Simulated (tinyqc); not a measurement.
Eight-band Kane k.p model: one step. The Hamiltonian at one k. Three cases, with inputs chosen for the exercise.

Problem. Fill in the matrix.

Eight-band Kane model, basis S, X, Y, Z times spin, zero of energy at the top of the unstrained valence band, c = hbar^2/2m0. Within each spin: H_SS = Eg + A c k^2, H_SX = i P kx (likewise Y, Z), H_XX = -Dso/3 + L kx^2 + M (ky^2 + kz^2), H_XY = N kx ky, and cyclic. Spin-orbit term (Dso/3) L.sigma on X, Y, Z with (L_k)_ij = -i epsilon_kij: <X+|H|Y+> = -i Dso/3, <X+|H|Z-> = Dso/3, <Y+|H|Z-> = -i Dso/3, <Z+|H|X-> = -Dso/3, <Z+|H|Y-> = i Dso/3, <X-|H|Y-> = i Dso/3, and their conjugates; + and - are the spin along z. Terms from inversion asymmetry are left out, so every level is twofold.

Constants: hbar^2/2m0 = 3.80998211 eV angstrom^2.

Case 1.

Values chosen (out of a larger set: near those of InAs; not measured data):
- Eg = 0.418 eV (gap at Gamma to the s-like level)
- Dso = 0.39 eV (spin-orbit splitting)
- k = (0.014, 0.011, 0.001) 1/angstrom (wave vector)

P = 9.029597 eV angstrom
A = -4.349126

L, M, N (eV angstrom^2): -10.415835  -11.620445  -15.711710

Case 2.

Values chosen (out of a larger set: near those of Ge; not measured data):
- Eg = 0.899 eV (gap at Gamma to the s-like level)
- Dso = 0.288 eV (spin-orbit splitting)
- k = (-0.004, 0.005, 0) 1/angstrom (wave vector)

P = 10.048111 eV angstrom
A = -0.638168

L, M, N (eV angstrom^2): -3.553963  -18.707012  -17.993795

Case 3.

Values chosen (out of a larger set: near those of CdTe; not measured data):
- Eg = 1.637 eV (gap at Gamma to the s-like level)
- Dso = 0.931 eV (spin-orbit splitting)
- k = (-0.045, 0.032, 0.025) 1/angstrom (wave vector)

P = 8.372793 eV angstrom
A = 0.567569

L, M, N (eV angstrom^2): -3.238206  -7.429465  -2.666708

Give: H(k).

Solution.

Case 1.

H(k) (eV):
```
          S+               X+               Y+        Z+        S-               X-
S+    0.4127          0.1264i          0.0993i   0.0090i         0                0
X+  -0.1264i          -0.1335  -0.0024-0.1300i   -0.0002         0                0
Y+  -0.0993i  -0.0024+0.1300i          -0.1335   -0.0002         0                0
Z+  -0.0090i          -0.0002          -0.0002   -0.1337         0          -0.1300
S-         0                0                0         0    0.4127          0.1264i
X-         0                0                0   -0.1300  -0.1264i          -0.1335
Y-         0                0                0  -0.1300i  -0.0993i  -0.0024-0.1300i
Z-         0           0.1300          0.1300i         0  -0.0090i          -0.0002

                 Y-        Z-
S+                0         0
X+                0    0.1300
Y+                0  -0.1300i
Z+          0.1300i         0
S-          0.0993i   0.0090i
X-  -0.0024+0.1300i   -0.0002
Y-          -0.1335   -0.0002
Z-          -0.0002   -0.1337
```

Case 2.

H(k) (eV):
```
          S+              X+              Y+        Z+        S-              X-
S+    0.8989        -0.0402i         0.0502i         0         0               0
X+   0.0402i         -0.0965  0.0004-0.0960i         0         0               0
Y+  -0.0502i  0.0004+0.0960i         -0.0964         0         0               0
Z+         0               0               0   -0.0968         0         -0.0960
S-         0               0               0         0    0.8989        -0.0402i
X-         0               0               0   -0.0960   0.0402i         -0.0965
Y-         0               0               0  -0.0960i  -0.0502i  0.0004-0.0960i
Z-         0          0.0960         0.0960i         0         0               0

                Y-        Z-
S+               0         0
X+               0    0.0960
Y+               0  -0.0960i
Z+         0.0960i         0
S-         0.0502i         0
X-  0.0004+0.0960i         0
Y-         -0.0964         0
Z-               0   -0.0968
```

Case 3.

H(k) (eV):
```
          S+              X+              Y+        Z+        S-              X-
S+    1.6449        -0.3768i         0.2679i   0.2093i         0               0
X+   0.3768i         -0.3291  0.0038-0.3103i    0.0030         0               0
Y+  -0.2679i  0.0038+0.3103i         -0.3333   -0.0021         0               0
Z+  -0.2093i          0.0030         -0.0021   -0.3350         0         -0.3103
S-         0               0               0         0    1.6449        -0.3768i
X-         0               0               0   -0.3103   0.3768i         -0.3291
Y-         0               0               0  -0.3103i  -0.2679i  0.0038-0.3103i
Z-         0          0.3103         0.3103i         0  -0.2093i          0.0030

                Y-        Z-
S+               0         0
X+               0    0.3103
Y+               0  -0.3103i
Z+         0.3103i         0
S-         0.2679i   0.2093i
X-  0.0038+0.3103i    0.0030
Y-         -0.3333   -0.0021
Z-         -0.0021   -0.3350
```

Computed by tinyqc, one run a case: `OMP_NUM_THREADS=1 python tinyqc.py N N+1 out.jsonl` with N = 1081013, 1081111, 1081266; one thread of a shared Intel(R) Xeon(R) Processor @ 2.30GHz, about 0.07 s a run at most.
